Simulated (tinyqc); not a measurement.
# Threshold-voltage variability of a planar MOSFET, analytic estimates, step by step

Program tinyqc, `OMP_NUM_THREADS=1 python tinyqc.py 2090120 2090121 out.jsonl`; Intel Xeon 2.30GHz, shared host, one thread, about 0.01 s. Printed values are rounded.

Three independent sources add in quadrature: random dopants in the depleted layer, metal-gate grains of two orientations, and roughness of the two gate edges acting through the roll-off VT = VT(long) - Vr exp(-L/l). These are first-order estimates: no three-dimensional electrostatics, no percolation.

Values chosen for this exercise; material values close to those of silicon: temperature T = 273 K; band gap Eg = 1.14 eV; relative permittivity of the semiconductor eps_r = 11.8; conduction-band density of states at T Nc = 2.41e19 cm^-3; valence-band density of states at T Nv = 2.32e19 cm^-3; channel doping Na = 3.3e18 cm^-3; oxide-equivalent thickness in inversion ti = 2.1 nm; gate length L = 65 nm; gate width W = 130 nm; metal grain size G = 4 nm; work-function difference of the two grain orientations dW = 0.3 eV; share of the orientation of higher work function p = 0.4; rms roughness of one gate edge De = 1.8 nm; correlation length of the roughness La = 20 nm; decay length of the threshold roll-off l = 12 nm; prefactor of the roll-off Vr = 1.6 V; subthreshold factor n = 1.22; gm/I of a matched pair gI = 8 1/V; spread of the gain factor of one device sb = 1 %; number of cells Nb = 1048576; wanted yield Y = 0.999.

Constants: q = 1.602176634e-19 C, kB = 1.380649e-23 J/K, Vt = kB T/q, eps0 = 8.8541878128e-14 F/cm where lengths are in cm. Results are converted to the units shown.

## Random dopants

ni = sqrt(Nc Nv) exp(-Eg/(2 Vt)), Eg in volts; Cox = 3.9 eps0/ti; Wd = sqrt(4 eps0 eps_r Vt ln(Na/ni)/(q Na)); dopants: s1 = (q/Cox) sqrt(Na Wd/(3 L W)). The slope A1 = s1 sqrt(L W); mean number of dopants Na L W Wd.

Cox = 1.644349 uF/cm^2
Wd = 20.34525 nm
mean number of dopants = 567.3274
A1 = 1.457620 mV um
s1 = 15.85681 mV

Counting alone, 1/sqrt(N) of the depletion voltage q Na Wd/Cox = 654 mV, would give sqrt(3) times more: dopants deep in the layer act less on the surface.

## Metal grains and edge roughness

Grains: Ng = L W/G^2 (at least 1), s2 = dW sqrt(p (1 - p)/Ng). Edges, with exponential correlation and u = W/La: the mean gate length has sL^2 = 2 De^2 (2/u)[1 - (1 - exp(-u))/u]; s3 = sL (Vr/l) exp(-L/l).

Ng = 528.1250
s2 = 6.395265 mV
sL = 1.299062 nm
dVT/dL = 0.5922571 mV/nm
s3 = 0.7693787 mV

## Total spread, mismatch and leakage

s = sqrt(s1^2 + s2^2 + s3^2). For a pair: s(dVT) = sqrt(2) s; current mismatch sqrt(2) sqrt((gI s)^2 + sb^2); input offset = current mismatch/gI. For a Gaussian VT the off current is log-normal with mean/median = exp(s^2/(2 (n Vt)^2)).

s = 17.11519 mV
s(dVT) = 24.20454 mV
current mismatch = 19.41521 %
input offset = 24.26901 mV
mean/median of Ioff = 1.194592

The dopants give 85.8 % of the variance; without them s would be 6.44 mV.

## Iteration 1: margin in standard deviations for the wanted yield

k at the start = 4

Cells fail independently with probability Q(k) = erfc(k/sqrt(2))/2 when the margin is k standard deviations, and Y = exp(-Nb Q(k)). phi = exp(-k^2/2)/sqrt(2 pi). Newton steps on ln Q(k) = ln(-ln(Y)/Nb): k(new) = k + [ln Q - ln(-ln(Y)/Nb)] Q/phi.

Q(k) = 3.167124e-5
phi = 1.338302e-4
k after iteration 1 = 6.463574

## Iteration 2: margin in standard deviations for the wanted yield

As before.

Q(k) = 5.112914e-11
phi = 3.380474e-10
k after iteration 2 = 6.020951

## Course of the iteration: margin in standard deviations for the wanted yield

Stop when k changes by less than 1e-9, or after 30 iterations.

Course of the iteration:
```
iteration         k  |change|
1          6.463574      2.46
2          6.020951     0.443
3          6.005445    0.0155
4          6.005426   1.90e-5
5          6.005426  2.87e-11
```

Converged in 5 iterations. At the end the number of correct digits about doubles with each step. With s(dVT) = 24.2 mV, 6.01 standard deviations are 145 mV.
